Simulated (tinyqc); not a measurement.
Classical Heisenberg spin chain: exact results, Metropolis, heat-bath and over-relaxation steps, and a Monte Carlo run: one step, computed by the program tinyqc. Command: `OMP_NUM_THREADS=1 python tinyqc.py 3130566 3130567 out.jsonl heismc walk`. One thread of a shared host (Intel(R) Xeon(R) Processor @ 2.30GHz), about 0.2 s of CPU time with the checks.

E = -J sum_i s_i . s_(i+1) for unit vectors s_i on an open chain; K = J/(k_B T).

Question. Finite chain. For N spins, <|sum s|^2>/N = (1 + u)/(1 - u) - 2 u (1 - u^N)/(N (1 - u)^2); the long chain has (1 + u)/(1 - u), chi over the Curie value, and the difference is relative to it.

Inputs (values chosen for the exercise, for a model chain of large moments): temperature T = 309 K; length N of the open chain = 16.

u = 0.2301480

chi over the Curie value = 1.597902

Give: <|sum s|^2>/N; difference from the long chain.

Answer.

<|sum s|^2>/N = 1.549

difference from the long chain = -3.038 %
